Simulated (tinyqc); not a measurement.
# Ellipsometry and reflectance of a transparent film on an absorbing substrate: two studies

Air (index 1), film, substrate with N2 = n2 - i k2; time factor exp(+i w t). q_j = sqrt(N_j^2 - sin^2 th), root with positive real part. Fresnel coefficients r_s = (q_a - q_b)/(q_a + q_b), r_p = (N_b^2 q_a - N_a^2 q_b)/(N_b^2 q_a + N_a^2 q_b). tan(Psi) exp(i Delta) = R_p/R_s, Delta taken from 0 to 360 degrees.

Parameters, values chosen for the exercise; indices close to those of silicon dioxide on silicon: wavelength lam = 800 nm; angle of incidence th = 70 degrees; index of the transparent film n1 = 1.462; film thickness d = 33 nm; index of the substrate n2 = 3.692; extinction coefficient of the substrate k2 = 0.0065.

Each table varies one quantity; the others keep the values above.

## Psi and Delta against the film thickness

beta = 2 pi d q1/lam, X = exp(-2 i beta), R = (r01 + r12 X)/(1 + r01 r12 X) for p and s. The last column is the derivative of Delta.

Psi and Delta against the film thickness:
```
d (nm),Psi (degrees),Delta (degrees),|R_p|^2,|R_s|^2,dDelta/dd (degrees/nm)
0,9.1293,179.67,0.017583,0.68089,-2.5215
1,9.1373,177.15,0.017614,0.68087,-2.5175
2,9.1580,174.64,0.017694,0.68082,-2.5072
3,9.1914,172.14,0.017823,0.68074,-2.4908
4,9.2373,169.66,0.018002,0.68061,-2.4685
5,9.2954,167.21,0.018229,0.68046,-2.4407
6,9.3656,164.78,0.018505,0.68027,-2.4078
7,9.4475,162.39,0.018830,0.68005,-2.3703
8,9.5408,160.04,0.019204,0.67980,-2.3288
```

What does the table show?

Delta falls from 179.67 to 160.04 degrees while Psi moves from 9.129 to 9.541: Delta changes 47.7 times as much as Psi. With the slope of the first row an error of 0.01 degree in Delta means 0.0040 nm.

## Effect of the index of the transparent film

Same model as above.

dDelta/dd is the derivative of Delta; period lam/(2 q1).

Effect of the index of the transparent film:
```
n1,Psi (degrees),Delta (degrees),|R_p|^2,|R_s|^2,dDelta/dd (degrees/nm),period (nm)
1.25,12.359,131.45,0.032227,0.67121,-1.0083,485.26
1.45,14.251,118.06,0.042738,0.66250,-1.1429,362.22
1.65,15.040,110.90,0.047173,0.65334,-1.2567,294.93
1.85,15.037,106.50,0.046495,0.64426,-1.3906,251.01
2.05,14.449,103.74,0.042217,0.63590,-1.5519,219.55
2.25,13.405,102.33,0.035729,0.62905,-1.7420,195.66
2.45,12.006,102.49,0.028248,0.62457,-1.9541,176.79
2.65,10.366,104.93,0.020856,0.62327,-2.1585,161.43
```

Read the table: what changes, and by how much?

Psi goes from 12.4 through a maximum of 15.0 (at n1 = 1.65 among the rows listed) to 10.4 degrees and |R_p|^2 goes from 0.0322 through a maximum of 0.0472 (at n1 = 1.65 among the rows listed) to 0.0209. The slope of Delta is largest in size, 2.16 degrees/nm, at n1 = 2.65 among the rows.

Numbers from tinyqc (`OMP_NUM_THREADS=1 python tinyqc.py 2870117 2870118 out.jsonl`; about 0.5 s on one thread of a shared Intel Xeon 2.30GHz).
